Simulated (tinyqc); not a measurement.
Permittivity and interface capacitance from two thicknesses.

Question. 1/C = t/(eps0 ek) + 2/ci for planar capacitors that differ only in thickness. Find ek, ci and the EOT of the interfaces, 2 x 3.9 eps0/ci.

Constants: eps0 = 8.8541878128e-14 F/cm where lengths are in cm. Results are converted to the units shown.

C at t = 13 and 38 nm (uF/cm^2): 10.469237  3.6316075

Answer. 1/C is a straight line in t: the slope gives ek and the intercept 2/ci. A single thickness would give only the effective permittivity; when the interfaces are a small part of 1/C, ci needs very accurate data.

ek = 157
ci = 1.00e3 uF/cm^2
EOT of the interfaces = 0.00691 nm

Numbers from tinyqc (`OMP_NUM_THREADS=1 python tinyqc.py 2102170 2102171 out.jsonl`; about 0.01 s on one thread of a shared Intel Xeon 2.30GHz).
